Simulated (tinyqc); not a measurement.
Worked calculation: buckled dimers of a reconstructed (001) surface, two dangling bonds a dimer. Values are carried at full precision from step to step, so a last printed digit may differ when a step is redone from the rounded ones.

In a dimer one atom moves up by z and the other down by z; the dangling bond of the up atom (more s-like) falls by gm z and that of the down atom rises by gm z. With all dimers tilted alike: H(k) = [[-gm z - 2 ta cos k, -tp - 2 tx cos k], [., gm z - 2 ta cos k]], k along the row in 1/a. Two electrons a dimer fill the lowest N of the 2N levels on the mesh k_j = (j + 1/2) pi/N. Total energy a dimer: W(z) = (2/N) sum of the filled levels + kf z^2. Repulsion between electrons is left out.

Constants: kB = 8.617333262e-05 eV/K.

Values chosen for the exercise (of the size met on Si(001); the results hold for these values, not for the real material):

| symbol | value | unit | meaning |
|---|---|---|---|
| tp | 0.24 | eV | pi coupling inside a dimer |
| ta | 0.15 | eV | coupling between like atoms along the row |
| tx | 0.07 | eV | diagonal coupling along the row |
| gm | 1.86 | eV/angstrom | shift of a dangling bond with height |
| z | 0.17 | angstrom | a trial buckling |
| k | 0.57 | pi/a | wave vector along the row |
| kf | 6.9 | eV/angstrom^2 | force constant of buckling |
| N | 16 |  | k points |

## One k point at the trial buckling

Form H, its levels and the weight of the lower one on the up atom, (1 + gm z/sqrt((gm z)^2 + h^2))/2 with h the off-diagonal element; k is given in pi/a.

H (eV):
```
           up     down
up    -0.2508  -0.2095
down  -0.2095   0.3816
```

levels (eV): -0.3138  0.4447

weight on the up atom = 0.9168

## The bands on the mesh

Both levels at each k_j for the trial z, and W(z).

Levels (eV):

| j | k (pi/a) | lower | upper |
|---|---|---|---|
| 0 | 0.0312 | -0.7924 | 0.1953 |
| 1 | 0.0938 | -0.7768 | 0.2026 |
| 2 | 0.1562 | -0.7463 | 0.2172 |
| 3 | 0.2188 | -0.7023 | 0.2385 |
| 4 | 0.2812 | -0.6465 | 0.2659 |
| 5 | 0.3438 | -0.5814 | 0.2986 |
| 6 | 0.4062 | -0.5099 | 0.3357 |
| 7 | 0.4688 | -0.4348 | 0.3760 |
| 8 | 0.5312 | -0.3594 | 0.4182 |
| 9 | 0.5938 | -0.2867 | 0.4609 |
| 10 | 0.6562 | -0.2195 | 0.5023 |
| 11 | 0.7188 | -0.1602 | 0.5408 |
| 12 | 0.7812 | -0.1107 | 0.5745 |
| 13 | 0.8438 | -0.0724 | 0.6016 |
| 14 | 0.9062 | -0.0464 | 0.6206 |
| 15 | 0.9688 | -0.0333 | 0.6304 |

band energy = -0.8099 eV
elastic energy = 0.1994 eV
W = -0.6105 eV

The lower band is full and the upper empty.

## An isolated dimer

For ta = tx = 0, W = -2 sqrt(tp^2 + (gm z)^2) + kf z^2. It buckles if gm^2/kf > tp; then sqrt(tp^2 + (gm z)^2) = gm^2/kf, the gap is twice that, and the gain is (gm^2/kf - tp)^2 kf/gm^2.

gm^2/kf = 0.5014 eV
buckling z = 0.2367 angstrom
gap = 1.0028 eV
gain = 0.1363 eV

The pi bond is too weak to resist: the dimer tilts and charge moves to the up atom.

## The row at its minimum

Minimise W over z from 0 to 1 angstrom. Gap: lowest upper level less highest lower level on 201 points from 0 to pi (negative: overlap). Charge moved to the up atom: the mean of gm z/sqrt((gm z)^2 + h^2) over the mesh, valid for a full lower band.

z = 0.2347 angstrom
gain over flat dimers = 0.1188 eV

gap (eV): flat -0.1200, at the minimum 0.4265

charge moved = 0.871 e

Buckling turns overlapping bands into a gap, as one-electron models find for Si(001). Per dimer, the gain is also the barrier for flipping the whole row together in this picture, 4.6 kT at 300 K.

## Checks

- Buckling of an isolated dimer from the formula against numerical minimisation: both 0.2367.

Computed by tinyqc, a small Python program: `OMP_NUM_THREADS=1 python tinyqc.py 1482224 1482225 out.jsonl` (the numbers bound the seed that draws the inputs); one thread of a shared host (Intel(R) Xeon(R) Processor @ 2.30GHz), about 0.05 s for the whole set of steps.
